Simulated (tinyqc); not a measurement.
# Gain factor and gap resistance from two string resistances

Question. At small bit-line voltage each of the 96 cells has the resistance 1/(K x) at overdrive x (no mobility reduction) in series with a gap resistance Rg. Find K, Rg and the share of the gaps at the higher overdrive.

resistance of a string of 96 equal cells at overdrives of 3.3 and 8.7 V (kohm): 2749.9221  1460.1773

Answer. The resistance per cell is a straight line in 1/x with slope 1/K and intercept Rg.

K = 14.00 uA/V^2
Rg = 7.000 kohm
share of the gaps = 46.02 %

Computed by the program tinyqc: `OMP_NUM_THREADS=1 python tinyqc.py 2142006 2142007 out.jsonl`, one thread of a shared Intel Xeon 2.30GHz, about 0.6 s for the whole run.
